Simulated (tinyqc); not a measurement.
Chemical-mechanical planarisation: Preston law, pattern density and step-height reduction: one step, computed by the program tinyqc. Command: `OMP_NUM_THREADS=1 python tinyqc.py 3027935 3027936 out.jsonl cmp walk`. One thread of a shared host (Intel(R) Xeon(R) Processor @ 2.30GHz), about 0.01 s of CPU time with the checks.

A row of 12 cells, repeated periodically, holds raised features that cover a share rho of each cell.

Task: State at time t. While h > h_c only raised areas polish, at R0/rho_eff, until t_c = rho_eff (h0 - h_c)/R0. After that h = h_c exp(-(t - t_c)/tau), tau = rho_eff h_c/R0; low areas polish at R0 (1 - h/h_c) and raised areas at R0 [1 + (1 - rho_eff) h/(rho_eff h_c)]. Removed from raised areas after t_c: h0 - h_c + R0 (t - t_c) + (1 - rho_eff)(h_c - h); from low areas: R0 (t - t_c) - rho_eff (h_c - h). Film left = z0 less the removal from raised areas.

Inputs (values chosen for the exercise, close to those used for copper polishing):
```
quantity                        value  unit
initial step height h0            450    nm
contact height h_c                150    nm
film above the raised areas z0    870    nm
polish time t                     170     s
```

effective densities: 0.6550551  0.5609308  0.5693025  0.4563528  0.4824740  0.3296647  0.3170050  0.5728684  0.6539737  0.6326119  0.6032144  0.6665467

blanket rate R0 = 2.858849 nm/s

Give: Cells; range of film left across the row; largest remaining step; thinnest film left.

Result:

Cells:
```
cell  rho_eff  t_c (s)  step h (nm)  removed, raised (nm)  removed, low (nm)  film left on raised areas (nm)
1      0.6551    68.74        7.881                 638.5              196.4                           231.5
2      0.5609    58.86        3.437                 682.1              235.5                           187.9
3      0.5693    59.74        3.741                 678.2              231.9                           191.8
4      0.4564    47.89        0.915                 730.1              281.1                           139.9
5      0.4825    50.63        1.343                 718.2              269.5                           151.8
6      0.3297    34.59        0.060                 787.6              337.7                            82.4
7      0.3170    33.27        0.040                 793.3              343.4                            76.7
8      0.5729    60.12        3.876                 676.6              230.4                           193.4
9      0.6540    68.63        7.817                 639.0              196.8                           231.0
10     0.6326    66.38        6.613                 648.9              205.5                           221.1
11     0.6032    63.30        5.152                 662.5              217.7                           207.5
12     0.6665    69.95        8.582                 633.2              191.8                           236.8
```

range of film left across the row = 160.1 nm

largest remaining step = 8.582 nm

thinnest film left = 76.68 nm

12 of 12 cells have reached contact. The cell with the lowest rho_eff has lost the most film from its raised areas.
